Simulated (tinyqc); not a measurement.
# Junction parameters from two forward currents

Problem. D(v) = J1 (exp(v/Vt) - 1) + J2 (exp(v/(2 Vt)) - 1). Find J1, J2 and the voltage 2 Vt ln(J2/J1) near which both parts are equal.

Parameters, values chosen for the exercise:
```
symbol,value,unit,meaning
T,358,K,temperature
```

Constants: q = 1.602176634e-19 C, kB = 1.380649e-23 J/K, Vt = kB T/q. Results are converted to the units shown.

junction voltages (V): 0.26  0.7
currents (uA/um): 8.0449109e-8  8.8798506e-4

Solution. The current is linear in J1 and J2, so two points give two equations.

J1 = 1.100e-13 uA/um
J2 = 1.200e-9 uA/um
crossover = 0.5736 V

Numbers from tinyqc (`OMP_NUM_THREADS=1 python tinyqc.py 2182077 2182078 out.jsonl`; about 0.2 s on one thread of a shared Intel Xeon 2.30GHz).
